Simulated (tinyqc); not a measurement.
Three-band (Emery) model of a CuO2 plane downfolded to one band: one step. The one-band model at k. Two cases, with inputs chosen for the exercise.

Problem. Evaluate the one-band form at k with e0 and t alone, with t' added, and with all four hoppings.

One-band form E = e0 - 2t (cos kx + cos ky) - 4t' cos kx cos ky - 2t'' (cos 2kx + cos 2ky) - 4t''' (cos 2kx cos ky + cos kx cos 2ky), k in 1/a. Each hopping is minus the mean of E cos(m kx) cos(n ky) over a 12 x 12 mesh, k = (j + 1/2) 2 pi/12.

Give: E.

Case 1.

Values chosen (out of a larger set: of the size used for cuprate planes; not measured data): k = (0.21, 0.35) pi/a (wave vector).

e0, t, t', t'', t''' (eV): 1.854322  0.416289  -0.016787  0.042392  0.001394

Solution.

E (eV): (t alone) 0.8185, (t and t') 0.8426, (all four) 0.8733

The three-band value is 0.9075 eV.

Case 2.

Values chosen (out of a larger set: of the size used for cuprate planes; not measured data): k = (0.85, 0.78) pi/a (wave vector).

e0, t, t', t'', t''' (eV): 2.299576  0.526557  -0.026845  0.052797  0.000724

Solution.

E (eV): (t alone) 4.0493, (t and t') 4.1231, (all four) 4.0430

The three-band value is 4.0404 eV.

Computed by tinyqc, one run a case: `OMP_NUM_THREADS=1 python tinyqc.py N N+1 out.jsonl` with N = 1480217, 1480409; one thread of a shared Intel(R) Xeon(R) Processor @ 2.30GHz, about 0.03 s a run at most.
